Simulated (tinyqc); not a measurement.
# Worked calculation: hot electrons in a saturated n-channel MOSFET, lucky-electron model

Computed by the program tinyqc: `OMP_NUM_THREADS=1 python tinyqc.py 2550145 2550146 out.jsonl`, one thread of a shared Intel Xeon 2.30GHz, about 0.01 s for the whole run. Printed values are rounded.

Beyond pinch-off the lateral field grows as Esat cosh(y/l) over the velocity-saturated region (pseudo-two-dimensional model). Impact ionisation in this region gives the substrate current, which biases the body forward through Rsub. Currents are per width. Local-field laws: they overstate ionisation when the field peak is narrower than an energy relaxation length.

Values chosen for this exercise; values close to those of silicon n-channel devices:
- L = 0.25 um (channel length)
- tox = 5.2 nm (oxide thickness)
- xj = 79 nm (junction depth)
- VT = 0.41 V (threshold)
- mu = 370 cm^2/(V s) (effective mobility)
- vs = 8.4e6 cm/s (saturation velocity)
- Ai = 2e6 1/cm (ionisation prefactor)
- Bi = 1.64 MV/cm (ionisation field)
- Rd = 400 ohm um (resistance of the lightly doped drain)
- Rsub = 21000 ohm um (substrate resistance)
- kb = 0.33 (fall of VT per volt of forward body bias)
- lm = 7.9 nm (hot-electron mean free path)
- pb = 3.2 V (oxide barrier)
- Cg = 0.0025 (prefactor of the gate current)
- m = 2.9 (lifetime exponent)
- Hl = 4100 s uA/um (lifetime constant)
- Vd = 2.4 V (drain voltage)
- Vg = 1.6 V (gate voltage)

Constants: eps0 = 8.8541878128e-14 F/cm where lengths are in cm. Results are converted to the units shown.

## Length and field scales

Cox = 3.9 eps0/tox, l = sqrt(3 tox xj), Esat = 2 vs/mu.

Cox = 0.664064 uF/cm^2
l = 35.1056 nm
Esat = 0.0454054 MV/cm
Esat L = 1.13514 V

## Iteration 1: body bias from the substrate current

Vb at the start = 0 V

Cox = 3.9 eps0/tox. Overdrive g = Vg - VT + kb Vb; Vdsat = g Esat L/(g + Esat L); Id = Cox vs (g - Vdsat); dV = Vd - Id Rd - Vdsat; Em = sqrt((dV/l)^2 + Esat^2); Isub = Id (Ai/Bi) l Em exp(-Bi/Em). Vb(new) = Rsub Isub.

Vdsat = 0.580960 V
Id = 339.731 uA/um
dV = 1.68315 V
Em = 0.481599 MV/cm
Isub = 23.2524 uA/um
Vb after iteration 1 = 0.488300 V

## Iteration 2: body bias from the substrate current

As before.

Vdsat = 0.616877 V
Id = 409.582 uA/um
dV = 1.61929 V
Em = 0.463493 MV/cm
Isub = 23.6188 uA/um
Vb after iteration 2 = 0.495996 V

## Course of the iteration: body bias from the substrate current

Stop when Vb changes by less than 1e-9 V, or after 60 iterations.

Course of the iteration:
```
iteration    Vb (V)  |change| (V)
1          0.488300         0.488
2          0.495996       7.70e-3
3          0.496006       9.93e-6
4          0.496006       1.07e-8
5          0.496006      1.15e-11
```

Converged in 5 iterations. The changes do not fall evenly; from iteration 1 to 5 they shrink by a factor of 450 a step on average.

## Gate current, lifetime and channel shortening

Id = 410.705 uA/um
dV = 1.61831 V
Em = 0.463215 MV/cm
Isub = 23.6193 uA/um

Ig = Cg Id exp(-pb/(lm Em)); lifetime tau = (Hl/Id)(Isub/Id)^(-m); length of the saturated region dL = l ln[(dV/l + Em)/Esat]. 1 year = 3.15576e7 s.

Isub/Id = 0.0575093
Ig = 163.583 pA/um
tau = 0.00125000 years
dL = 105.783 nm

The lifetime misses ten years. Integrating Ai exp(-Bi/E) over the cosh profile gives Isub/Id = 0.0469, so the closed form is 23 % above it.
